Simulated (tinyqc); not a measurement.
# Worked calculation: planar ballistic transistor, top-of-the-barrier model

Program tinyqc, `OMP_NUM_THREADS=1 python tinyqc.py 2400170 2400171 out.jsonl`; Intel Xeon 2.30GHz, shared host, one thread, about 0.01 s. Printed values are rounded.

At the top of the source barrier, states moving towards the drain are filled by the source (Fermi level 0) and states moving back by the drain (Fermi level -q Vd); nothing scatters. U is the shift of the band edge there, set by the capacitances CG, CD and CS (the total) and by the charge. Parabolic two-dimensional band; the source is grounded.

Values chosen for this exercise; mass and valleys close to those of indium arsenide: temperature T = 300 K; effective mass m = 0.0311 m0; valley degeneracy gv = 1; relative permittivity of the gate insulator eox = 16; insulator thickness tox = 1.1 nm; gate control CG/CS aG = 0.79; drain control CD/CS aD = 0.057; band edge at the barrier top above the source Fermi level at zero bias E0 = 0.34 eV; gate voltage Vg = 0.8 V; drain voltage Vd = 0.8 V.

Constants: q = 1.602176634e-19 C, kB = 1.380649e-23 J/K, hbar = 1.054571817e-34 J s, m0 = 9.1093837015e-31 kg, Vt = kB T/q, eps0 = 8.8541878128e-14 F/cm where lengths are in cm. Results are converted to the units shown.

Range of the model: The source Fermi level lies 0.32 eV above the band edge, where a light band is no longer parabolic.

## Density of states, capacitances and charge at zero bias

N0 = gv m kB T/(pi hbar^2), CG = eps0 eox/tox, vT = sqrt(2 kB T/(pi m)), CS = CG/aG, n0 = n at U = 0 and Vd = 0. eta1 = -(E0 + U)/Vt, eta2 = eta1 - Vd/Vt, n = (N0/2)[F_0(eta1) + F_0(eta2)], F_0(x) = ln(1 + exp x). UL = -(aG Vg + aD Vd).

N0 = 3.358549e11 cm^-2
CG = 12.87882 uF/cm^2
CS = 16.30230 uF/cm^2
n0 = 6.522329e5 cm^-2
UL = -0.6776 eV

## Iteration 1: self-consistent potential at the barrier top

U at the start (U = UL) = -0.6776 eV

eta1 = -(E0 + U)/Vt, eta2 = eta1 - Vd/Vt, n = (N0/2)[F_0(eta1) + F_0(eta2)], F_0(x) = ln(1 + exp x). U(out) = UL + q (n - n0)/CS. U(new) = U + 0.2 (U(out) - U).

eta1 = 13.05895
eta2 = -17.88643
n = 2.192957e12 cm^-2
U(out) = -0.6560478 eV
U after iteration 1 = -0.6732896 eV

## Iteration 2: self-consistent potential at the barrier top

As before.

eta1 = 12.89222
eta2 = -18.05317
n = 2.164958e12 cm^-2
U(out) = -0.6563230 eV
U after iteration 2 = -0.6698962 eV

## Course of the iteration: self-consistent potential at the barrier top

Stop when U changes by less than 1e-9 eV, or after 90 iterations.

Course of the iteration:
```
iteration      U (eV)  |change| (eV)
1          -0.6732896        4.31e-3
2          -0.6698962        3.39e-3
3          -0.6672249        2.67e-3
4          -0.6651220        2.10e-3
5          -0.6634665        1.66e-3
6          -0.6621632        1.30e-3
7          -0.6611372        1.03e-3
8          -0.6603295        8.08e-4
9          -0.6596937        6.36e-4
...               ...            ...
57         -0.6573411        6.55e-9
58         -0.6573411        5.16e-9
59         -0.6573411        4.06e-9
60         -0.6573411        3.20e-9
61         -0.6573411        2.52e-9
62         -0.6573411        1.98e-9
63         -0.6573411        1.56e-9
64         -0.6573411        1.23e-9
65         -0.6573411       9.66e-10
```

Converged in 65 iterations. At the end each change is about 0.79 times the one before: linear convergence.

## Current, mean velocity and share of the gate voltage

converged U = -0.6573411 eV

N0 = gv m kB T/(pi hbar^2), CG = eps0 eox/tox, vT = sqrt(2 kB T/(pi m)), CS = CG/aG, n0 = n at U = 0 and Vd = 0. eta1 = -(E0 + U)/Vt, eta2 = eta1 - Vd/Vt, n = (N0/2)[F_0(eta1) + F_0(eta2)], F_0(x) = ln(1 + exp x). I = q (N0/2) vT [F_(1/2)(eta1) - F_(1/2)(eta2)] per width, F_(1/2)(x) = (2/sqrt(pi)) int_0^infinity u^(1/2)/(1 + exp(u - x)) du. Mean velocity I/(q n). CQ = (q/Vt) dn/d(eta1); the band edge follows the gate as -dU/dVg = aG/(1 + CQ/CS).

eta1 = 12.27530
n = 2.061361e12 cm^-2
I = 2677.472 uA/um
mean velocity = 8.107004e7 cm/s
CQ = 1.040725 uF/cm^2
-dU/dVg = 0.7425935 eV/V

The carriers from the source are degenerate (eta1 = 12.3), and the mean velocity is 2.66 times vT = sqrt(2 kB T/(pi m)) = 3.05e7 cm/s.
